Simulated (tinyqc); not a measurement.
## Electron mobility in a silicon inversion layer, empirical terms and Matthiessen rule: effect of the reverse body bias

Inversion layer of sheet density Ns on a uniformly doped body. The mobility terms are empirical power laws with prefactors chosen for the exercise; adding their inverses (Matthiessen) is itself an approximation.

ni = sqrt(Nc Nv) exp(-Eg/(2 Vt)), Eg in volts; Ndep = sqrt(2 eps0 eps_r Nb (2 Vt ln(Nb/ni) + Vsb)/q); E = q (Ndep + eta Ns)/(eps0 eps_r), in MV/cm. With t = T/(300 K): muC = Ac (Ns/1e12 cm^-2) t/(Nb/1e17 cm^-3 + Nit/1e11 cm^-2), muP = Ap E^(-1/3) t^(-1.75), muS = As E^(-gs); 1/mu is the sum of the inverses.

Values chosen for this exercise; material values close to those of silicon:

| symbol | value | unit | meaning |
|---|---|---|---|
| T | 325 | K | temperature |
| Eg | 1.11 | eV | band gap |
| eps_r | 11.5 |  | relative permittivity of the semiconductor |
| Nc | 3.21e19 | cm^-3 | conduction-band density of states at T |
| Nv | 3e19 | cm^-3 | valence-band density of states at T |
| Nb | 2.5e17 | cm^-3 | body doping |
| eta | 0.5 |  | weight of the inversion charge in the effective field |
| Ap | 404 | cm^2/(V s) | phonon-limited mobility at 1 MV/cm and 300 K |
| As | 779 | cm^2/(V s) | roughness-limited mobility at 1 MV/cm |
| gs | 2 |  | exponent of the roughness term |
| Ac | 2000 | cm^2/(V s) | Coulomb prefactor |
| Nit | 4.4e10 | cm^-2 | charge at the interface |
| Ns | 5.4e12 | cm^-2 | inversion density |

Constants: q = 1.602176634e-19 C, kB = 1.380649e-23 J/K, Vt = kB T/q, eps0 = 8.8541878128e-14 F/cm where lengths are in cm. Results are converted to the units shown.

The same in every row: muC (cm^2/(V s)) = 3980.

Results:
```
Vsb (V),E (MV/cm),muP (cm^2/(V s)),muS (cm^2/(V s)),mu (cm^2/(V s))
0,0.6819,399.0,1675,298.1
0.8,0.7840,380.9,1267,272.8
1.2,0.8255,374.4,1143,263.4
1.6,0.8630,368.9,1046,255.2
2,0.8975,364.1,967.0,248.0
2.4,0.9297,359.8,901.2,241.5
```

Estimate the missing row, Vsb = 0.4 V.

Computed row:
```
Vsb (V),E (MV/cm),muP (cm^2/(V s)),muS (cm^2/(V s)),mu (cm^2/(V s))
0.4,0.7372,388.8,1433,284.0
```

With this row back in the table: As Vsb goes from 0 to 2.4 V, E rises from 0.682 to 0.930 MV/cm and mu falls from 298 to 242 cm^2/(V s). The phonon term is the smallest in the first and the last row.

Program tinyqc, `OMP_NUM_THREADS=1 python tinyqc.py 2510030 2510031 out.jsonl`; Intel Xeon 2.30GHz, shared host, one thread, about 0.01 s.
